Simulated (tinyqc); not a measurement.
Convergence with the size of the ring: vibrations of a mass or spring defect in a linear chain. Computed by tinyqc, a small Python program. Command: `OMP_NUM_THREADS=1 python tinyqc.py 3015583 3015584 out.jsonl localmode walk`. One thread of a shared host (Intel(R) Xeon(R) Processor @ 2.30GHz), about 0.01 s of CPU time with the checks.

A ring of N atoms with nearest-neighbour springs k and motion along the chain. Atom 1 is the defect, of mass M', and its two springs are k'. Odd sites are A (the defect replaces an A atom), even sites B.

Inputs (values chosen for the exercise, for a model chain): spring constant k = 14.1 eV/angstrom^2; mass M_A = 51.6 u; mass M_B = 23.7 u; defect mass M' = 86.4 u; spring ratio k'/k at the defect = 0.95.

Host: diatomic.

Constants: nu for 1 eV/(angstrom^2 u) = 15.6333042 THz.

Method:
- Host bands: lambda from 0 to 2k/M(heavy) and from 2k/M(light) to 2k (1/M_A + 1/M_B).
- nu = 15.6333042 THz x sqrt(lambda), lambda in eV/(angstrom^2 u).
- D_ii = (sum of the two springs at i)/M_i, D_ij = -k_ij/sqrt(M_i M_j) for neighbours, closed into a ring.
- The same matrix for 120 atoms; amplitudes are the mass-weighted eigenvector, in size, relative to the defect, for the highest mode; its weight is the squared component of the normalised eigenvector on the defect.

band edges (THz): [0.0000, 11.5571, 17.0530, 20.6003]

ratio to the top of the host band = 0.999927

Highest mode:
```
N    frequency (THz)  weight on the defect  modes outside the bands
4             19.795            7.5065e-02                        1
6             20.170            2.9753e-02                        0
8             20.336            1.4346e-02                        1
12            20.472            4.8291e-03                        1
20            20.551            1.1525e-03                        1
40            20.587            1.5526e-04                        1
80            20.597            2.0158e-05                        1
120           20.599            6.0493e-06                        1
```

What follows from these numbers?

The weight of the highest mode on the defect goes from 7.5065e-02 in a ring of 4 atoms to 6.0493e-06 in one of 120. In the 120-atom ring the modes outside the host bands lie at 17.0305 THz; one close to a band edge can be missing in a short ring.

Extremes, crossings and ranges named in words are read from the listed rows.
